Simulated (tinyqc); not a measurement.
# p-type polysilicon, carrier trapping at grain boundaries: two studies

One-dimensional grains of size Lg, uniform ionised doping N, monovalent traps Qt at each boundary at a depth Et below (for electrons) or above (for holes) the band edge there, abrupt depletion of width W on each side of a boundary, Boltzmann statistics. xi is the distance from the band edge at the grain centre to the Fermi level. Trapped charge Qt/(1 + exp((xi + VB - Et)/Vt)) = 2 N W, barrier VB = q N W^2/(2 eps0 eps_r).

Parameters, values chosen for the exercise; values of the order met in polycrystalline silicon: temperature T = 300 K; relative permittivity eps_r = 11.7; valence-band density of states at T NB = 2.65e19 cm^-3; grain size Lg = 44 nm; trap density of a grain boundary Qt = 3.9e12 cm^-2; depth of the trap level from the majority band edge at the boundary Et = 0.47 eV; mass for thermionic emission ms = 0.31 m0; correction factor of the emission rate fe = 0.25; mobility inside the grains mug = 230 cm^2/(V s); doping N = 3.1e18 cm^-3.

Constants: q = 1.602176634e-19 C, kB = 1.380649e-23 J/K, m0 = 9.1093837015e-31 kg, Vt = kB T/q, eps0 = 8.8541878128e-14 F/cm where lengths are in cm. Results are converted to the units shown.

Each table varies one quantity; the others keep the values above.

## Effect of the doping

If the trap equation with xi = Vt ln(NB/N) has a root W < Lg/2, the grain is partly depleted; otherwise W = Lg/2 and the trap equation gives xi = Et - VB + Vt ln(Qt/(N Lg) - 1). N* = Qt/Lg. n0 = NB exp(-xi/Vt); mean density n0 (1 - 2 W/Lg) by charge balance in a partly depleted grain, and n0 (sqrt(pi)/2) erf(u)/u with u = sqrt(VB/Vt) in a fully depleted one; v = sqrt(kB T/(2 pi ms m0)); barrier resistivity Vt exp(VB/Vt)/(q fe n0 v Lg); grain resistivity (1 - 2 W/Lg)/(q n0 mug); effective mobility 1/(q mean density total resistivity). Rows with xi above 0.45 V, towards mid-gap, are left out, since the other carrier type is ignored.

Results:
```
N (cm^-3),N/N*,depleted share 2 W/Lg,VB (V),xi (V),mean density (cm^-3),resistivity (ohm cm),effective mobility (cm^2/(V s))
2.5e17,0.2821,1.000,0.09357,0.4006,2.285e12,2.293e5,11.91
7.9e17,0.8913,1.000,0.2957,0.1199,6.712e16,1.099e4,0.008461
1.4e18,1.579,0.6326,0.2097,0.07602,5.143e17,72.27,0.1679
2.5e18,2.821,0.3545,0.1176,0.06103,1.614e18,1.156,3.347
4.5e18,5.077,0.1970,0.06534,0.04584,3.614e18,0.08933,19.33
8e18,9.026,0.1108,0.03676,0.03096,7.114e18,0.01874,46.81
```

Estimate the missing row, N = 4.4e17 cm^-3.

Computed row:
```
N (cm^-3),N/N*,depleted share 2 W/Lg,VB (V),xi (V),mean density (cm^-3),resistivity (ohm cm),effective mobility (cm^2/(V s))
4.4e17,0.4964,1.000,0.1647,0.3057,6.811e13,9.140e4,1.003
```

With this row back in the table: As N goes from 2.5e17 to 8e18, VB goes from 0.0936 through a maximum of 0.296 (at N = 7.9e17 among the rows listed) to 0.0368 V, the resistivity falls from 2.29e5 to 0.0187 ohm cm and the effective mobility goes from 11.9 through a minimum of 0.00846 (at N = 7.9e17 among the rows listed) to 46.8 cm^2/(V s). The steepest fall of the resistivity among the rows, as N^(-8.8), lies between N = 7.9e17 and 1.4e18 cm^-3; N* = 8.86e17 cm^-3. While the grain is fully depleted VB grows as N; once the traps are full it falls as 1/N. For N = 2.5e18, 4.5e18, 8e18 xi is under 2.5 Vt, where Boltzmann statistics begin to fail. For N = 7.9e17 the grain is near the changeover between partial and full depletion, within a few Debye lengths, where both limits are rough.

## Effect of the grain size

Same model as above.

N* = Qt/Lg.

Result of one run:
```
Lg (nm),N/N*,depleted share 2 W/Lg,VB (V),xi (V),mean density (cm^-3),resistivity (ohm cm),effective mobility (cm^2/(V s))
31,2.4641,0.40583,0.094853,0.055472,1.8419e18,0.55032,6.1575
```

What becomes of these results when the grain size Lg is changed from 31 to 500 nm, all else the same?

Result of the changed run:
```
Lg (nm),N/N*,depleted share 2 W/Lg,VB (V),xi (V),mean density (cm^-3),resistivity (ohm cm),effective mobility (cm^2/(V s))
500,39.744,0.025161,0.094853,0.055472,3.0220e18,0.042331,48.791
```

The whole series:
```
Lg (nm),N/N*,depleted share 2 W/Lg,VB (V),xi (V),mean density (cm^-3),resistivity (ohm cm),effective mobility (cm^2/(V s))
10,0.79487,1.0000,0.059930,0.37505,7.4784e12,1.0230e5,8.1581
17,1.3513,0.74003,0.094853,0.055472,8.0589e17,0.99631,7.7735
31,2.4641,0.40583,0.094853,0.055472,1.8419e18,0.55032,6.1575
53,4.2128,0.23737,0.094853,0.055472,2.3642e18,0.32552,8.1104
94,7.4718,0.13384,0.094853,0.055472,2.6851e18,0.18735,12.407
160,12.718,0.078629,0.094853,0.055472,2.8563e18,0.11368,19.222
290,23.051,0.043381,0.094853,0.055472,2.9655e18,0.066645,31.581
500,39.744,0.025161,0.094853,0.055472,3.0220e18,0.042331,48.791
```

As Lg goes from 10 to 500, VB rises from 0.0599 to 0.0949 V, the resistivity falls from 1.02e5 to 0.0423 ohm cm and the effective mobility goes from 8.16 through a minimum of 6.16 (at Lg = 31 among the rows listed) to 48.8 cm^2/(V s). For Lg = 17, 31, 53, 94, 160, 290, 500 xi is under 2.5 Vt, where Boltzmann statistics begin to fail. For Lg = 17 the grain is near the changeover between partial and full depletion, within a few Debye lengths, where both limits are rough.

Computed by the program tinyqc: `OMP_NUM_THREADS=1 python tinyqc.py 2830120 2830121 out.jsonl`, one thread of a shared Intel Xeon 2.30GHz, about 0.01 s for the whole run.
